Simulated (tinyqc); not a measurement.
Alloy A(1-x)B(x) by interpolation with bowing, step by step. Values are carried at full precision from step to step, so a last printed digit may differ when a step is redone from the rounded ones.

Each gap follows E(x) = (1 - x) E_A + x E_B - C x (1 - x); the lattice constant follows Vegard, a(x) = (1 - x) a_A + x a_B.

Constants: hc = 1239.841984 eV nm; kB = 8.617333262e-05 eV/K.

Values chosen for the exercise (A near GaAs, B near GaSb; shifted at random, so the results belong to these values and not to a real crystal):
- a = (5.656, 6.096) angstrom (lattice constant of A, B)
- x = 0.39 (fraction of B)
- Eg = (1.525, 0.801) eV (gap at Gamma to the s-like level of A, B)
- EgX = (1.955, 1.126) eV (gap to the lowest valley along Gamma-X of A, B)
- EgL = (1.841, 0.871) eV (gap to L of A, B)
- C = (1.632, 1.385, 1.138) eV (bowing of the Gamma, X and L gaps)
- Dso = (0.337, 0.769) eV (spin-orbit splitting of A, B)
- Ep = (25.5, 26.8) eV (Kane energy of A, B)
- me = (0.0679, 0.0387) m0 (electron mass at Gamma of A, B)
- Cs = 0.53 eV (bowing of Dso)
- md = (0.0386, 1.01, 0.51) m0 (density-of-states masses of Gamma, all X and all L valleys)
- T = 77 K (temperature)

## Gaps and lattice constant at x

Also give the wavelength hc/E of the lowest gap.

a(x) = 5.8276 angstrom

linear parts (eV): Gamma 1.2426, X 1.6317, L 1.4627

bowing terms C x (1 - x) (eV): Gamma 0.3883, X 0.3295, L 0.2707

gaps (eV): Gamma 0.8544, X 1.3022, L 1.1920

wavelength of the lowest gap = 1451.1 nm

The lowest valley is Gamma, so the gap is direct; the next, L, lies 338 meV higher.

## Where the valleys cross

The difference of two gaps is a quadratic q2 x^2 + q1 x + q0 with q2 = C_i - C_j, q1 = (E_B - E_A - C)_i - (E_B - E_A - C)_j, q0 = E_A,i - E_A,j; give its roots between 0 and 1 (a dash: none).

Crossings:
```
pair        q2      q1      q0  first root  second root
Gamma-X  0.247  -0.142  -0.430           -            -
Gamma-L  0.494  -0.248  -0.316           -            -
X-L      0.247  -0.106   0.114           -            -
```

The lowest valley is Gamma at every x.

## Electron mass of the alloy

Mass at Gamma from the Kane formula 1/m = F + Ep (Eg + 2 Dso/3)/(Eg (Eg + Dso)). F is fixed by the masses of A and B and interpolated linearly, as is Ep; Eg and Dso carry their bowing.

Compare with the linear interpolation of the masses.

F of A, B: -0.9850  -2.1557

Ep, Eg, Dso at x (eV): 26.0070  0.8544  0.3794

m(x) from the Kane formula = 0.0386 m0
m(x) linear = 0.0565 m0

The Kane value lies 31.6 % below the linear one.

## Shares of the electrons in the valleys

Non-degenerate: n_i proportional to md_i^(3/2) exp(-E_i/kT).

md^(3/2): Gamma 0.0076, X 1.0150, L 0.3642

(E - E_min)/kT: Gamma 0.00, X 67.49, L 50.88

shares: Gamma 1.000, X 0.000, L 0.000

Gamma holds most electrons (100.0 %).

Computed by tinyqc, a small Python program: `OMP_NUM_THREADS=1 python tinyqc.py 1050155 1050156 out.jsonl` (the numbers bound the seed that draws the inputs); one thread of a shared host (Intel(R) Xeon(R) Processor @ 2.30GHz), about 0.01 s for the whole set of steps.
